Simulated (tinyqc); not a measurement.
What each parameter does: conduction-band anticrossing with a localised impurity level.

Host conduction band EM(k) = Eg - al x + c k^2/mM, c = hbar^2/2m0, coupled to a flat level EI by V = C sqrt(x): H = [[EM, V], [V, EI]], E+/- = (EM + EI)/2 +/- sqrt((EM - EI)^2/4 + V^2). The host weight of a state at E is f = 1/(1 + V^2/(E - EI)^2), and its mass at k = 0 is mM/f. The gap is E-(0), the valence top staying at 0.

Constants: hbar^2/2m0 = 3.80998211 eV angstrom^2.

Inputs chosen for the exercise (host near InP; not measured data): Eg = 1.415 eV (gap at Gamma to the s-like level); mM = 0.0796 m0 (mass of the host band); EI = 1.692 eV (impurity level, from the valence top of the host); C = 3.08 eV (coupling); al = 1.95 eV (linear shift of the host edge); x = 0.049 (impurity fraction).

At k = 0.

Results for these values:
```
case  E- (eV)  E+ (eV)  gap (eV)  mass (m0)
base   0.7989   2.2125    0.7989     0.1260
```

What happens to each result for mM = 0.06766 m0, all else kept?

Answer: E- does not change at the printed digits; E+ does not change at the printed digits; gap does not change at the printed digits; mass falls from 0.1260 to 0.1071.

The same for each parameter in turn:
```
case             E- (eV)  E+ (eV)  gap (eV)  mass (m0)
base              0.7989   2.2125    0.7989     0.1260
EI = 1.642 eV     0.7801   2.1813    0.7801     0.1294
al = 2.45 eV      0.7834   2.2036    0.7834     0.1244
Eg = 1.465 eV     0.8301   2.2313    0.8301     0.1294
C = 2.618 eV      0.8970   2.1144    0.8970     0.1219
x = 0.04165       0.8593   2.1665    0.8593     0.1250
mM = 0.06766 m0   0.7989   2.2125    0.7989     0.1071
```

(tinyqc, `OMP_NUM_THREADS=1 python tinyqc.py 1050868 1050869 out.jsonl`, Intel(R) Xeon(R) Processor @ 2.30GHz, 1 thread, shared host, about 0.01 s.)
